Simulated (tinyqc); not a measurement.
# AlGaN/GaN HEMT with access regions, lumped model: several studies

A polarisation-induced electron sheet under a Schottky gate, in series with two ungated access regions and contacts. Drift law v = mu E/(1 + mu E/vs) under the gate. Currents in mA/mm, resistances in ohm mm. No self-heating, no channel-length modulation; fits for polarisation, barrier and offset are chosen for the exercise.

Values chosen for this exercise; values close to those of AlGaN/GaN structures:
```
symbol  value        unit                                               meaning
x        0.18                                    aluminium share of the barrier
d          15          nm                                     barrier thickness
eps_r       9                      relative permittivity of barrier and channel
mu       1400  cm^2/(V s)                                      channel mobility
vs      1.3e7        cm/s                                   saturation velocity
Lg        1.5          um                                           gate length
Ls        0.5          um                                  source access length
Ld        1.5          um                                   drain access length
Rc       0.27      ohm mm                            resistance of each contact
ft       0.15              share of the drain-access electrons removed by traps
Vg         -1           V                                          gate voltage
Ec        3.3       MV/cm                                        critical field
te       0.37          um          depth over which the depleted charge spreads
tf        100          nm                       insulator under the field plate
ei          7                           relative permittivity of that insulator
```

Constants: q = 1.602176634e-19 C, eps0 = 8.8541878128e-14 F/cm where lengths are in cm. Results are converted to the units shown.

Each table varies one quantity; the others keep the values above.

## Field plate: effect of the insulator under the field plate

sigma = (5e13 x + 1.6e13 x^2) cm^-2, phiB = 0.84 + 1.3 x, dEc = 0.7 (1.71 x + x^2) in volts, Cb = eps0 eps_r/d, VT = phiB - dEc - q sigma/Cb, access density n0 = -Cb VT/q. Off state: a depleted stretch that holds the voltage V has the peak field sqrt(k V), k = 2 q n0/(eps0 eps_r te), so one edge holds V1 = Ec^2/k. The sheet under the plate pinches off at Vf = q n0 (1/Cb + tf/(eps0 ei)); beyond it the gate edge is screened. BV = V1 if Vf >= V1, else Vf + V1, and at most Ec Ld.

The same in every row: V1 (V) = 148.5; Ec Ld (V) = 495.0.

Results:

| tf (nm) | Vf (V) | BV (V) |
|---|---|---|
| 84 | 16.68 | 165.2 |
| 190 | 35.17 | 183.7 |
| 280 | 50.87 | 199.4 |
| 410 | 73.54 | 222.1 |
| 610 | 108.4 | 256.9 |
| 900 | 159.0 | 148.5 |
| 1300 | 228.8 | 148.5 |

Estimate the missing row, tf = 120 nm.

Computed row:

| tf (nm) | Vf (V) | BV (V) |
|---|---|---|
| 120 | 22.96 | 171.5 |

With this row back in the table: BV goes from 165 through a maximum of 257 (at tf = 610 nm among the rows listed) to 149 V. The plate helps (Vf < V1) in 6 of the 8 rows, and the access length caps BV in 0. The best thickness makes Vf just under V1, tf = 840 nm, where both edges reach Ec together and BV nears 2 V1.

## Effect of the barrier thickness

Access resistance R(L, n) = L/(q mu n sqrt(1 - (I/(q n vs))^2)); Rs = Rc + R(Ls, n0), Rd = Rc + R(Ld, (1 - ft) n0). Vg' = Vg - I Rs, Vd' = Vd - I (Rs + Rd); with u = Vg' - VT, Vc = vs Lg/mu and w the smaller of Vd' and Vc [sqrt(1 + 2 u/Vc) - 1] (0 if negative), the channel gives (mu Cb/Lg)(u w - w^2/2)/(1 + w/Vc). I equals that channel current. Isat is I at Vd = 10 V, gm = dIsat/dVg, Ron the limit of Vd/I at small Vd.

Effect of the barrier thickness:

| d (nm) | VT (V) | n0 (cm^-2) | Ron (ohm mm) | Isat (mA/mm) | gm (mS/mm) |
|---|---|---|---|---|---|
| 14 | -1.843 | 6.549e12 | 4.314 | 106.7 | 202.7 |
| 18 | -2.609 | 7.209e12 | 3.445 | 234.3 | 217.4 |
| 22 | -3.374 | 7.629e12 | 3.109 | 348.5 | 209.7 |
| 27 | -4.331 | 7.979e12 | 2.895 | 469.1 | 193.8 |
| 33 | -5.479 | 8.259e12 | 2.753 | 587.0 | 174.7 |

What does the comparison show?

As d goes from 14 to 33 nm, Ron falls from 4.31 to 2.75 ohm mm, Isat rises from 107 to 587 mA/mm and gm goes from 203 through a maximum of 217 (at d = 18 nm among the rows listed) to 175 mS/mm. VT falls from -1.84 to -5.48 V. At d = 33 nm the power passes 5 W/mm, where self-heating, left out here, lowers the current.

## Field plate: effect of the aluminium share of the barrier

Same model as above.

The same in every row: Ec Ld (V) = 495.00.

Result of one run:

| x | Vf (V) | V1 (V) | BV (V) |
|---|---|---|---|
| 0.14 | 13.065 | 221.39 | 234.46 |

What becomes of these results when the aluminium share of the barrier x is changed from 0.14 to 0.26, all else the same?

Result of the changed run:

| x | Vf (V) | V1 (V) | BV (V) |
|---|---|---|---|
| 0.26 | 32.805 | 88.172 | 120.98 |

The whole series:

| x | Vf (V) | V1 (V) | BV (V) |
|---|---|---|---|
| 0.14 | 13.065 | 221.39 | 234.46 |
| 0.18 | 19.475 | 148.52 | 167.99 |
| 0.22 | 26.055 | 111.01 | 137.07 |
| 0.26 | 32.805 | 88.172 | 120.98 |
| 0.3 | 39.723 | 72.816 | 112.54 |
| 0.34 | 46.811 | 61.791 | 108.60 |
| 0.38 | 54.068 | 53.497 | 53.497 |

BV falls from 234 to 53.5 V. The plate helps (Vf < V1) in 6 of the 7 rows, and the access length caps BV in 0. More sheet charge lowers Ron but steepens the field, so V1 falls.

Numbers from tinyqc (`OMP_NUM_THREADS=1 python tinyqc.py 2570123 2570124 out.jsonl`; about 0.01 s on one thread of a shared Intel Xeon 2.30GHz).
